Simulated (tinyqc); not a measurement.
Inside a calculation. Method: coherent transport through a tight-binding region between two chains. One step of it, computed by the program tinyqc.

Problem. Transmission at E = 0.06 eV. Surface Green function g = (E - i sqrt(4 t^2 - E^2)) / (2 t^2); self-energy tc^2 g on each contact site; G = (E - H - Sigma)^(-1); Gamma = -2 Im Sigma; T = Gamma_L Gamma_R |G_LR|^2; local density of states -Im G_ii / pi.

H of the central region (eV), lower triangle:
```
           1          2         3
1   0.000000
2  -0.820000   0.000000
3   0.000000  -2.280000  0.000000
```

Leads: semi-infinite chains with site energy 0:
```
parameter                           value
lead hopping t (eV)              2.260000
coupling to the left lead (eV)   1.480000
coupling to the right lead (eV)  1.300000
left contact site                       1
right contact site                      3
```

E = 0.060000 eV

Give: g; G; local density of states; transmission.

Solution.

g = 0.0059-0.4424i 1/eV

G (1/eV), lower triangle:
```
                 1                2                3
1   0.0463-0.9358i
2   0.1108-0.0010i  -0.0075-0.1309i
3  -0.0196+0.3366i   0.3989+0.0038i  -0.0035-0.1212i
```

local density of states (1/eV): 0.2979  0.0417  0.0386

transmission = 0.3295
